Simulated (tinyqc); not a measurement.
# Gain factor and gap resistance from two string resistances

Problem. At small bit-line voltage each of the 48 cells has the resistance 1/(K x) at overdrive x (no mobility reduction) in series with a gap resistance Rg. Find K, Rg and the share of the gaps at the higher overdrive.

resistance of a string of 48 equal cells at overdrives of 4.3 and 8.6 V (kohm): [3105.5765, 1636.7882]

Answer. The resistance per cell is a straight line in 1/x with slope 1/K and intercept Rg.

K = 3.800 uA/V^2
Rg = 3.500 kohm
share of the gaps = 10.26 %

Program tinyqc, `OMP_NUM_THREADS=1 python tinyqc.py 2142014 2142015 out.jsonl`; Intel Xeon 2.30GHz, shared host, one thread, about 0.6 s.
